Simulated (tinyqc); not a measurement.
Domain walls in a thin film with perpendicular anisotropy: Bloch, Neel and chiral walls, motion and stripe domains: one step, computed by the program tinyqc.

One-dimensional wall: polar angle theta(x), azimuth phi of the moment in the wall (phi = 0 Neel, 90 degrees Bloch). mu_0 = 1.25663706212e-6 T m/A, gamma = 1.76085963023e11 rad/(s T).

Task: Velocity under current. Spin-orbit drive: B_SL = hbar theta_SH J/(2 e M_s t) acts as the field (pi/2) B_SL cos(phi). Steady state: v = (gamma Delta/alpha)(pi/2) B_SL cos(phi) = gamma Delta [B_D sin(phi) - (B_K/2) sin(2 phi)], B_K = 2 K_D/M_s, B_D = pi D/(2 M_s Delta); the root with phi between its rest value and 90 degrees; v saturates at v_D = gamma Delta B_D.

Inputs (values chosen for the exercise, for a model film): saturation magnetisation M_s = 1070 kA/m; DMI constant D = 0.98 mJ/m^2; thickness t = 2.7 nm; damping alpha = 0.012; current density J = 0.44 1e12 A/m^2; spin Hall angle theta_SH = 0.14.

Drive: spin-orbit torque.

K_D = 97.38804 kJ/m^3

width parameter Delta = 4.400289 nm

azimuth phi = 0 degrees

Constants: hbar = 1.054571817e-34 J s; e = 1.602176634e-19 C.

Give: B_SL; azimuth in motion; velocity; saturation velocity v_D.

Result:

B_SL = 7.0173 mT

azimuth in motion = 73.346 degrees

velocity = 203.98 m/s

saturation velocity v_D = 253.33 m/s

v is 81 % of v_D: the wall has turned towards Bloch, where the torque loses its grip. Caution: the formula for N_x assumes a film much thinner than the wall width. Caution: pinning, heating and tilting of the wall are left out.
